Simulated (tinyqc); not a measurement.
A ladder of methods, and size consistency: correlation methods against full CI in the sto-6g basis, for H6, spin multiplicity 1. Computed by the program tinyqc with PySCF. All electrons correlated; +Q is the Davidson correction (1 - c0^2) E_corr. The last columns treat two copies 100 angstrom apart as one system. FCI is the lowest singlet.

Geometry (angstrom):

| atom | x | y | z |
|---|---|---|---|
| H | 0.0000 | 0.0000 | 0.0000 |
| H | 0.0000 | 0.0000 | 0.8070 |
| H | 0.0000 | 0.0000 | 1.9550 |
| H | 0.0000 | 0.0000 | 2.7610 |
| H | 0.0000 | 0.0000 | 3.9090 |
| H | 0.0000 | 0.0000 | 4.7160 |

RHF energy of one = -3.294787 hartree

Correlation energies (hartree):

| method | E_corr of one | share of FCI (%) | E_corr of two at 100 angstrom | two minus twice one (mhartree) |
|---|---|---|---|---|
| MP2 | -0.04564 | 65.947 | -0.09128 | 0.000 |
| CISD | -0.06734 | 97.306 | -0.12951 | 5.174 |
| CISD+Q | -0.07014 | 101.355 | -0.13908 | 1.209 |
| CCSD | -0.06906 | 99.796 | -0.13813 | 0.000 |
| CCSD(T) | -0.06917 | 99.943 | -0.13833 | 0.000 |
| FCI | -0.06921 | 100.000 | - | - |

What does the comparison show, and why?

MP2 recovers 66 %, CISD 97.3 % and CCSD 99.8 % of the FCI value (c0^2 = 0.958 in CISD). MP2 and coupled cluster are size consistent, so their last column vanishes; CISD loses 5.17 mhartree, since a double excitation on each copy is a quadruple of the pair, and the Davidson correction leaves +1.21.
